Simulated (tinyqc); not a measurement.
Inside a calculation. Model: geometry relaxation of a small cluster. Computed by tinyqc, a small Python program that keeps every step. Command: `OMP_NUM_THREADS=1 python tinyqc.py 3017099 3017100 out.jsonl relax walk`. One thread of a shared host (Intel(R) Xeon(R) Processor @ 2.30GHz), about 0.02 s of CPU time with the checks. Intermediate numbers are printed to about 5 digits and carried at full precision; extremes and crossings named in words are read from the listed rows.

E = sum_i {sum_j A exp(-p (r_ij/r0 - 1)) - xi sqrt(rho_i)}, rho_i = sum_j exp(-2 q (r_ij/r0 - 1)); the force on i is -sum_j w_ij (R_i - R_j)/r_ij with w_ij = -(2p/r0) A exp(-p (r_ij/r0 - 1)) + (xi q/r0) exp(-2 q (r_ij/r0 - 1)) (rho_i^(-1/2) + rho_j^(-1/2)).

Inputs (values chosen for the exercise, for model atoms):
```
quantity                  value           unit
length r0                  2.35       angstrom
repulsion A                0.17             eV
hopping xi                 1.98             eV
decay p                    10.5              -
decay q                    3.12              -
step factor eta          0.0092  angstrom^2/eV
largest number of steps     500              -
```

Potential: Gupta. Method: BFGS.

starting positions (angstrom):
```
            x     y      z
atom 1  -0.03  0.11  -0.16
atom 2   2.18  0.14  -0.07
atom 3   2.16  2.14  -0.02
atom 4   0.01  2.36  -0.04
atom 5   1.12     1   1.52
atom 6    1.3  0.84  -1.48
```

## Energy and forces at the start

Evaluate E and the forces at the starting positions.

distances (angstrom): 1-2 2.2120, 1-3 2.9894, 1-4 2.2536, 1-5 2.2219, 1-6 2.0110, 2-3 2.0007, 2-4 3.1045, 2-5 2.0955, 2-6 1.8035, 3-4 2.1613, 3-5 2.1801, 3-6 2.1357, 4-5 2.3485, 4-6 2.4593, 5-6 3.0097

energy at the start = -19.450 eV

forces (eV/angstrom):
```
              x        y        z
atom 1  -1.3906  -0.0610   1.7201
atom 2   5.6132  -7.0427   7.2173
atom 3   0.1185   3.1033   0.5202
atom 4   0.8182  -1.4696   0.1079
atom 5  -1.0161   0.7066  -0.0567
atom 6  -4.1432   4.7634  -9.5088
```

## The first two steps

BFGS: R(new) = R + B F with the inverse Hessian B = eta 1 at first; with s = R(new) - R, y = F - F(new), rho = 1/(y.s): B(new) = (1 - rho s y^T) B (1 - rho y s^T) + rho s s^T, skipped if y.s is not positive. No atom moves more than 0.3 angstrom a step (the whole step is scaled). Stop when the largest force component is below 1e-5 eV/angstrom.

positions after step 1 (angstrom):
```
              x       y        z
atom 1  -0.0428  0.1094  -0.1442
atom 2   2.2316  0.0752  -0.0036
atom 3   2.1611  2.1686  -0.0152
atom 4   0.0175  2.3465  -0.0390
atom 5   1.1107  1.0065   1.5195
atom 6   1.2619  0.8838  -1.5675
```

energy after step 1 = -20.866 eV

positions after step 2 (angstrom):
```
              x       y        z
atom 1  -0.0414  0.1150  -0.1340
atom 2   2.2437  0.0516   0.0117
atom 3   2.1575  2.1767  -0.0151
atom 4   0.0274  2.3288  -0.0388
atom 5   1.1016  1.0139   1.5136
atom 6   1.2512  0.9040  -1.5875
```

energy after step 2 = -21.033 eV

## All steps

The formulas are those given above.

Course of the relaxation:
```
step   E (eV)  largest force (eV/angstrom)  force calls
0     -19.450                   9.5088e+00            1
1     -20.866                   1.8887e+00            2
2     -21.033                   1.2857e+00            3
3     -21.170                   7.3419e-01            4
4     -21.203                   6.3766e-01            5
5     -21.231                   5.8986e-01            6
6     -21.274                   9.0918e-01            7
7     -21.312                   8.6812e-01            8
8     -21.336                   5.2059e-01            9
...       ...                          ...          ...
29    -21.359                   2.3159e-04           30
30    -21.359                   1.9651e-04           31
31    -21.359                   1.3251e-04           32
32    -21.359                   8.2708e-05           33
33    -21.359                   6.7733e-05           34
34    -21.359                   4.1631e-05           35
35    -21.359                   2.7044e-05           36
36    -21.359                   1.0076e-05           37
37    -21.359                   2.5154e-06           38
```

final positions (angstrom):
```
             x        y        z
atom 1  0.0153   0.0366  -0.0772
atom 2  2.1836  -0.0102   0.0168
atom 3  2.2314   2.1600  -0.0061
atom 4  0.0631   2.2068  -0.1001
atom 5  1.0572   1.1160   1.4918
atom 6  1.1894   1.0807  -1.5752
```

final energy = -21.359 eV

steps = 37

largest force at the end = 2.5154e-06 eV/angstrom

Converged in 37 steps.

## Curvatures at the end

Hessian at the final positions by central differences of the forces; six eigenvalues vanish (translations and rotations). Steepest descent is stable for eta below 2/lambda_max and contracts the softest mode by 1 - eta lambda_min a step.

non-zero eigenvalues (eV/angstrom^2): 6.162  6.162  6.162  6.542  6.542  12.797  12.797  12.797  25.377  25.377  25.377  42.618

condition number = 6.9163

largest stable eta = 0.046929 angstrom^2/eV

contraction of the softest mode = 0.94331

All are positive, so the end point is a minimum.

## Four methods from the same start

Steepest descent: R(new) = R + eta F. Conjugate gradient (Polak-Ribiere): d = F + beta d(old), beta = max(0, F.(F - F(old))/|F(old)|^2), d = F at first; step length from one secant, s = eta (F.d)/(F.d - F(R + eta d).d), replaced by eta if that is not positive; R(new) = R + s d. FIRE with unit mass: if F.v > 0, v = (1 - a) v + a |v| F/|F|, and after more than 5 such steps in a row dt = min(1.1 dt, 5 dt0), a = 0.99 a; else v = 0, a = 0.1, and dt = dt/2 (not at the first step). Then v = v + dt F, R(new) = R + dt v. dt0 = sqrt(eta), a = 0.1 at first. In this comparison each method may take up to 1500 steps.

Cost:
```
method              steps  force calls  final E (eV)  calls to reach 1e-2
steepest descent      200          201       -21.359                   84
conjugate gradient     14           29       -21.359                   19
BFGS                   37           38       -21.359                   22
FIRE                  110          111       -21.359                   52
```

In force calls the order is conjugate gradient (29), BFGS (38), FIRE (111), steepest descent (201). All that converged end at the same energy. Near the minimum steepest descent multiplies the slowest mode by 0.943 in size a step, 39 steps a decade of force, at a condition number of 6.9. It is the dearest here: the others use earlier steps to learn the curvature or to build momentum along soft directions.

Checks made by the program: forces against finite differences of E (relative difference 7e-10).
